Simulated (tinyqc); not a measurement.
Worked calculation: tunnelling through a thin dielectric with one trap, as a tight-binding chain. Values are carried at full precision from step to step, so a last printed digit may differ when a step is redone from the rounded ones.

Hopping -t everywhere, t = c/(m a^2), c = hbar^2/2m0; lead sites at 2t (band bottom 0), barrier sites 1 to N at 2t + phi, and site j has U besides. No voltage. Leads give S = -t exp(ika) on sites 1 and N, cos(ka) = 1 - E/(2t). T = (2 t sin(ka))^2 |G_1N|^2, G = (E - H - S)^-1. In the barrier cosh(q a) = 1 + (phi - E)/(2t).

Constants: hbar^2/2m0 = 3.80998211 eV angstrom^2; hbar = 6.58211957e-16 eV s.

Parameters, chosen for this exercise (barrier and mass of the size used for Al2O3 on silicon; shifted at random, so the results belong to these values and not to a real crystal):

| symbol | value | unit | meaning |
|---|---|---|---|
| a | 2.5 | angstrom | site spacing |
| m | 0.31 | m0 | mass, the same in leads and barrier |
| phi | 2.1 | eV | conduction edge of the barrier above that of the leads |
| U | -3.96 | eV | extra energy on the trap site |
| E | 0.54 | eV | electron energy |
| N | 11 |  | barrier sites |
| j | 3 |  | site of the trap |

## Scales

Form t, ka, q a, and the level of the trap in an endless barrier, Eb = phi + 2t - sqrt(4 t^2 + U^2).

t = 1.9664424 eV
ka = 0.53021926 rad
q a = 0.86359
Eb = 0.4517 eV

## The matrix E - H - S

Fill it in.

E - H - S (eV):
```
                        1           2           3           4
1   -3.7964424+0.9944742i   1.9664424   0.0000000   0.0000000
2               1.9664424  -5.4928848   1.9664424   0.0000000
3               0.0000000   1.9664424  -1.5328848   1.9664424
4               0.0000000   0.0000000   1.9664424  -5.4928848
5               0.0000000   0.0000000   0.0000000   1.9664424
6               0.0000000   0.0000000   0.0000000   0.0000000
7               0.0000000   0.0000000   0.0000000   0.0000000
8               0.0000000   0.0000000   0.0000000   0.0000000
9               0.0000000   0.0000000   0.0000000   0.0000000
10              0.0000000   0.0000000   0.0000000   0.0000000
11              0.0000000   0.0000000   0.0000000   0.0000000

             5           6           7           8
1    0.0000000   0.0000000   0.0000000   0.0000000
2    0.0000000   0.0000000   0.0000000   0.0000000
3    0.0000000   0.0000000   0.0000000   0.0000000
4    1.9664424   0.0000000   0.0000000   0.0000000
5   -5.4928848   1.9664424   0.0000000   0.0000000
6    1.9664424  -5.4928848   1.9664424   0.0000000
7    0.0000000   1.9664424  -5.4928848   1.9664424
8    0.0000000   0.0000000   1.9664424  -5.4928848
9    0.0000000   0.0000000   0.0000000   1.9664424
10   0.0000000   0.0000000   0.0000000   0.0000000
11   0.0000000   0.0000000   0.0000000   0.0000000

             9          10                     11
1    0.0000000   0.0000000              0.0000000
2    0.0000000   0.0000000              0.0000000
3    0.0000000   0.0000000              0.0000000
4    0.0000000   0.0000000              0.0000000
5    0.0000000   0.0000000              0.0000000
6    0.0000000   0.0000000              0.0000000
7    0.0000000   0.0000000              0.0000000
8    1.9664424   0.0000000              0.0000000
9   -5.4928848   1.9664424              0.0000000
10   1.9664424  -5.4928848              1.9664424
11   0.0000000   1.9664424  -3.7964424+0.9944742i
```

## Transmission

Invert the matrix; T = (2 t sin(ka))^2 |G_1N|^2.

first row of G (1/eV): -0.0004797-3.227e-06i  0.5076+0.0002364i  1.418+0.0006634i  0.5981+0.0002808i  0.2522+0.0001210i  0.1063+5.705e-05i  0.04484+3.839e-05i  0.01892+5.020e-05i  0.008011+0.0001018i  0.003457+0.0002342i  0.001646+0.0005525i

T = 1.193e-05

Without the trap T is 1.91e-08: the trap changes it by a factor 623 at this energy.

## The resonance

Resonance: the lowest eigenvalue of H + S(E), iterated until its real part equals E (40 rounds from Eb = phi + 2t - sqrt(4t^2 + U^2), the level in an endless barrier). With v the normalised squared amplitudes of that state, Gamma_L = 2 t sin(ka) v_1, Gamma_R = 2 t sin(ka) v_N; Breit-Wigner T = Gamma_L Gamma_R/((E - Er)^2 + (Gamma_L + Gamma_R)^2/4).

Find Er, the two widths, the peak height 4 Gamma_L Gamma_R/(Gamma_L + Gamma_R)^2 and the escape time hbar/(Gamma_L + Gamma_R).

Er = 0.4344 eV

widths (meV): left 56.02, right 0.001295

peak height = 9.243e-05
escape time = 11.7 fs

squared amplitudes: 0.0312  0.1256  0.7012  0.1181  0.0199  0.0034  0.0006  0.0001  0.0000  0.0000  0.0000

The nearby leads move the level 17.4 meV below its value in an endless barrier. The trap is closer to the left lead, which takes 100.0 % of the escapes.

## Checks

- T at Er from the chain against the Breit-Wigner peak: 9.23e-05 against 9.24e-05.
- T without trap against the closed form for a lattice barrier: both 1.913e-08.

(tinyqc, `OMP_NUM_THREADS=1 python tinyqc.py 1452252 1452253 out.jsonl`, Intel(R) Xeon(R) Processor @ 2.30GHz, 1 thread, shared host, about 0.06 s.)
